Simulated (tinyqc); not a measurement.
Slope factor and drain-induced lowering from three currents.

Question. With source and body at 0 V, I = A exp((Vg + dd Vd)/(nf Vt)) (1 - exp(-Vd/Vt)). Find nf, the swing nf Vt ln 10 and dd.

Parameters, values chosen for the exercise:
```
symbol,value,unit,meaning
T,300,K,temperature
```

Constants: q = 1.602176634e-19 C, kB = 1.380649e-23 J/K, Vt = kB T/q. Results are converted to the units shown.

currents at (Vg, Vd) = (0, 0.05), (0, 0.7) and (0.08, 0.7) V (nA/um): 0.0015404599  0.0085747652  0.072456607

Solution. The pair at equal Vd gives nf; the pair at equal Vg, after dividing out the factors 1 - exp(-Vd/Vt), gives dd.

nf = 1.450
swing = 86.31 mV/decade
dd = 0.09000

Numbers from tinyqc (`OMP_NUM_THREADS=1 python tinyqc.py 2242186 2242187 out.jsonl`; about 0.04 s on one thread of a shared Intel Xeon 2.30GHz).
